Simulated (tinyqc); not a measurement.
Valley-orbit splitting of a donor ground state, with strain: one step, computed by the program tinyqc.

The basis is the 1s envelope in each valley; energies are counted from the unstrained conduction-band edge. The strain is e_s (a a^T - 1/3) for the unit stress axis a, so valley j along n_j moves by Xi_u e_s w_j with w_j = (n_j.a)^2 - 1/3: +2/3 for [111], -2/9 for the others.

Question. Populations and ionisation. H_jj = -(E_0 + Lambda) + Xi_u e_s w_j; H_jk = -Delta_1 between any two valleys. z = sum over levels of exp(-(E - E_ground)/k_B T), the ground-state share being 1/z; N_c = 2 (2 pi m_e k_B T/h^2)^(3/2) sum_j exp(-(shift_j - lowest shift)/k_B T); n1 = N_c/(2 z) exp(-binding/k_B T), binding = lowest shift - E_ground; without compensation n = 2 N_D/(1 + sqrt(1 + 4 N_D/n1)) (Boltzmann statistics; p and higher states left out).

Inputs (values chosen for the exercise, modelled on donors in germanium):
```
quantity                                    value   unit
single-valley binding energy E_0             9.42    meV
central-cell shift Lambda                    0.92    meV
coupling Delta_1                             0.54    meV
shear deformation potential Xi_u             16.6     eV
shear strain e_s                            0.001      -
temperature T                                  30      K
donor density N_D                         1.4e+15  cm^-3
density-of-states mass of one valley m_e    0.218    m_0
```

Valleys: four along <111>. Stress axis: [111].

Constants: k_B = 8.617333262e-05 eV/K; m_0 = 9.1093837015e-31 kg; k_B = 1.380649e-23 J/K; h = 6.62607015e-34 J s.

Give: partition sum z; share of neutral donors in the ground state; N_c; n1; free electrons n.

Answer.

partition sum z = 2.0483

share of neutral donors in the ground state = 0.48820

N_c = 2.4258e+17 cm^-3

n1 = 6.9936e+14 cm^-3

free electrons n = 6.9979e+14 cm^-3
